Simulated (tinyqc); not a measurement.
Trap density from one capacitance.

Inverse problem. Traps spread evenly through the insulator exchange electrons with the semiconductor by tunnelling, with tau(x) = t0 exp(2 ka x) at depth x from the interface. The admittance per area Y seen at depth x obeys dY/dx = -Y^2/(i w eps0 eox) + q Nb ln(1 + i w tau)/tau, with Y(0) = i w Cs and w = 2 pi f; the gate sees Y(tox) = G + i w C. Working variable y = Y/(i w), in uF/cm^2. Cox = eps0 eox/tox. Find Nb and G/w.

Values chosen for this exercise:
```
symbol,value,unit,meaning
eox,18.4,,relative permittivity of the insulator
tox,7,nm,insulator thickness
Cs,0.89,uF/cm^2,semiconductor capacitance in accumulation
ka,3.4,1/nm,decay constant of the wave function in the insulator
t0,3e-9,s,time constant of a trap at the interface
f,10000,Hz,frequency
```

Constants: q = 1.602176634e-19 C, eps0 = 8.8541878128e-14 F/cm where lengths are in cm. Results are converted to the units shown.

C = 0.74465577 uF/cm^2

Answer. C rises steadily with Nb, so one density matches; in practice ka and t0 must come from the frequency dependence.

Nb = 8.30e18 cm^-3 eV^-1
G/w = 0.0170 uF/cm^2

Computed by the program tinyqc: `OMP_NUM_THREADS=1 python tinyqc.py 2202181 2202182 out.jsonl`, one thread of a shared Intel Xeon 2.30GHz, about 0.4 s for the whole run.
